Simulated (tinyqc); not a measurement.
Inside a calculation. Method: plane-wave Kohn-Sham cycle with exchange-only LDA in a layered model solid. One step of it, computed by the program tinyqc.

Question. Iteration 2: potential. V_H(G) = 4 pi rho(G)/G^2 for G != 0 (uniform background); v_x = -(3 rho/pi)^(1/3); V = V_ext + V_H + v_x; Fourier components f(G_m) = (1/N) sum_j f(x_j) exp(-i G_m x_j).

A solid whose potential varies along x alone (atomic units):

| parameter | value |
|---|---|
| period a | 11.900000 |
| cross-section of the cell | 11.000000 |
| electrons per cell | 4 |
| grid points | 16 |
| plane waves -n..n, n | 3 |
| k points | 3 |
| V1 in V1 cos(2 pi x/a) | -0.170000 |
| V2 in V2 cos(4 pi x/a) | 0.120000 |

density after iteration 1 (e/bohr^3): 0.03039070  0.03097361  0.03220849  0.03286812  0.03209245  0.03035319  0.02881887  0.02803579  0.02783111  0.02803579  0.02881887  0.03035319  0.03209245  0.03286812  0.03220849  0.03097361

Give: Potentials on the grid; V(G_m), m = 0, 1, 2, ....

Answer.

Potentials on the grid (hartree):

| x | V_ext | V_H | v_x | V |
|---|---|---|---|---|
| 0.000 | -0.050 | 0.063 | -0.307 | -0.294 |
| 0.744 | -0.072 | 0.064 | -0.309 | -0.318 |
| 1.488 | -0.120 | 0.060 | -0.313 | -0.373 |
| 2.231 | -0.150 | 0.046 | -0.315 | -0.419 |
| 2.975 | -0.120 | 0.017 | -0.313 | -0.416 |
| 3.719 | -0.020 | -0.023 | -0.307 | -0.350 |
| 4.463 | 0.120 | -0.061 | -0.302 | -0.242 |
| 5.206 | 0.242 | -0.087 | -0.299 | -0.145 |
| 5.950 | 0.290 | -0.097 | -0.298 | -0.105 |
| 6.694 | 0.242 | -0.087 | -0.299 | -0.145 |
| 7.438 | 0.120 | -0.061 | -0.302 | -0.242 |
| 8.181 | -0.020 | -0.023 | -0.307 | -0.350 |
| 8.925 | -0.120 | 0.017 | -0.313 | -0.416 |
| 9.669 | -0.150 | 0.046 | -0.315 | -0.419 |
| 10.412 | -0.120 | 0.060 | -0.313 | -0.373 |
| 11.156 | -0.072 | 0.064 | -0.309 | -0.318 |

V(G_m), m = 0, 1, 2, ... (hartree): -0.308  -0.047  0.054  -0.001  0.000  0.000  0.000
